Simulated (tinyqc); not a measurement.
Inside a calculation: interface roughness in a thin film (subband fluctuation and scattering). Values are carried at full precision from step to step, so a last printed digit may differ when a step is redone from the rounded ones.

Square well of width t, barriers V0, c = hbar^2/2m0: E1 solves k t + 2 atan[(k/mz)/(kappa/mb)] = pi, k = sqrt(mz E/c), kappa = sqrt(mb (V0 - E)/c). One interface is rough, so the subband edge fluctuates by G dt with G = |dE1/dt| (central difference of 0.01 angstrom; 2 E1/t for hard walls).

Constants: hbar^2/2m0 = 3.80998211 eV angstrom^2; e^2/(4 pi eps0) = 14.39964547 eV angstrom; hbar = 6.58211957e-16 eV s.

Values chosen for the exercise (near those of a thin Ge channel on (111), one valley; shifted at random, so the results belong to these values and not to a real crystal): t = 24 angstrom (film thickness); mz = 1.565 m0 (confinement mass); V0 = 2.28 eV (barrier); mb = 0.29 m0 (barrier mass); D = 2.9 angstrom (rms height of the roughness); md = 0.081 m0 (mass in the plane); gv = 1 (valleys); Lc = 16 angstrom (correlation length); Ns = 0.88 x 1e12/cm^2 (sheet density); eps = 12.2 (mean dielectric constant at the channel); Lg = 300 angstrom (gate length); Wg = 250 angstrom (gate width).

## Sensitivity of the level to thickness

Give E1, G, the hard-wall values and the rms fluctuation G D.

E1 = 38.76 meV
G = |dE1/dt| = 3.1124 meV/angstrom

hard walls: E1 (meV) and G (meV/angstrom): 41.714  3.476

G D = 9.03 meV

Hard walls overstate G by a factor 1.12, and the scattering rate, which goes as G^2, by 1.25.

## The angular integrand

Gaussian roughness spectrum S(q) = pi D^2 Lc^2 exp(-q^2 Lc^2/4). Degenerate gas, taken to fill one subband (the second starts to fill once c kF^2/md exceeds E2 - E1, which is not tested here): kF = sqrt(2 pi Ns/gv), q = 2 kF sin(theta/2), 1/tau = (md/(2 pi c hbar)) G^2 times the integral from 0 to pi of S(q)(1 - cos theta)/eps(q)^2 dtheta, eps(q) = 1 + qs/q with screening (qs = gv md q0/(c eps), q0 = e^2/(4 pi eps0), form factors left out, which overstates the screening; other scattering is left out too, so these values lie far above measured mobilities in all but the thinnest films) or 1 without; mobility = tau c2/md with c2 = e/m0 = 1.75882e15 cm^2/(V s^2); 1e12/cm^2 = 1e-4/angstrom^2.

kF, qs, and exp(-q^2 Lc^2/4)(1 - cos theta) without and with the factor 1/eps^2 at theta = 30, 60, ..., 180 degrees.

kF = 0.02351 1/angstrom
qs = 0.0251 1/angstrom

Integrand:
```
theta,q (1/angstrom),bare,eps(q),screened
30,0.0122,0.133,3.06,0.0142
60,0.0235,0.483,2.07,0.113
90,0.0333,0.932,1.75,0.303
120,0.0407,1.35,1.62,0.516
150,0.0454,1.64,1.55,0.679
180,0.0470,1.74,1.53,0.738
```

kF Lc = 0.38: the roughness is short-ranged for these electrons, and back-scattering dominates.

## Scattering time and mobility

Integrate over theta.

Results:
```
case,integral,tau (fs),mobility (cm^2/(V s))
bare,2.827,1050,2.280e+04
screened,1.044,2844,6.176e+04
```

Screening raises the mobility by a factor 2.7. With it kF l = 225, so by this rate the carriers are far from localisation. Phonons, and the gate field that presses carriers to the wall, limit real channels far below this value.

## Threshold variation

Averaged over an area A = Lg Wg much larger than Lc^2, the thickness varies by D sqrt(pi Lc^2/A), so sigma(Vt) = G D Lc sqrt(pi/A)/e; the Pelgrom coefficient is sigma sqrt(A) (1 micrometre = 1e4 angstrom).

rms of the mean thickness = 0.300 angstrom
sigma(Vt) = 0.935 mV
coefficient = 0.0256 mV micrometre

The electrostatic effect of the thickness is left out.

## Checks

- G from the envelope at the wall, psi(t/2)^2 (E1 + c mz (kappa/mb)^2), against the difference quotient, meV/angstrom: both 3.112.
- Bare integral for Lc -> 0 against pi: both 3.1416.

(tinyqc, `OMP_NUM_THREADS=1 python tinyqc.py 1280137 1280138 out.jsonl`, Intel(R) Xeon(R) Processor @ 2.30GHz, 1 thread, shared host, about 0.01 s.)
